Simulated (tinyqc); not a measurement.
CCD on RHF in the 6-311g basis, for H-, spin multiplicity 1, step by step. The basis has no diffuse functions, so it cannot describe the extra electron: this is an exercise in the method, not the real anion. One step of it, computed by the program tinyqc.

Question. CCD: starting amplitudes. t_ij^ab = <ij||ab> / (e_i + e_j - e_a - e_b), whose energy is MP2.

orbital energies (hartree): [-0.003713, 0.739018, 2.967567]

Two-electron integrals over orbitals (pq|rs), unique and non-zero (hartree):
```
(11|11) 0.459245    (21|11) 0.131518    (21|21) 0.102796    (22|11) 0.420424
(22|21) 0.120042    (22|22) 0.396446    (31|11) -0.034441   (31|21) -0.050137
(31|22) -0.050440   (31|31) 0.077965    (32|11) -0.099218   (32|21) -0.084884
(32|22) -0.101309   (32|31) 0.082157    (32|32) 0.106288    (33|11) 0.585452
(33|21) 0.253060    (33|22) 0.554751    (33|31) -0.175866   (33|32) -0.271735
(33|33) 1.026164
```

Give: Starting amplitudes; correlation energy.

Answer.

Starting amplitudes (spin orbitals 1a, 1b, ...; amplitudes related by a flip of all spins are not repeated):
```
from      to        t
1a 1b  2a 2b  -0.0692
1a 1b  2a 3b   0.0135
1a 1b  3a 3b  -0.0131
```

correlation energy = -0.009490 hartree
